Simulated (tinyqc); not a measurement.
Worked calculation: CIS and TDHF on RHF in the sto-3g basis, for H3+, spin multiplicity 1. One step of it, computed by the program tinyqc.

Task: CIS matrix, singlets. A(ia,jb) = (e_a - e_i) d_ij d_ab + 2 (ia|jb) - (ij|ab).

orbital energies (hartree): MO1 -1.204965, MO2 -0.065338, MO3 0.008803

Two-electron integrals over orbitals (pq|rs), unique and non-zero (hartree):
```
(11|11) 0.609964    (21|11) -0.009295   (21|21) 0.143512    (22|11) 0.585998
(22|21) 0.091295    (22|22) 0.672971    (31|31) 0.143857    (32|31) -0.088240
(32|32) 0.068031    (33|11) 0.596786    (33|21) -0.096407   (33|22) 0.520644
(33|33) 0.678020
```

Give: CIS matrix A, singlet.

Result:

CIS matrix A, singlet (hartree):
```
       1>2    1>3
1>2  0.841  0.000
1>3  0.000  0.905
```
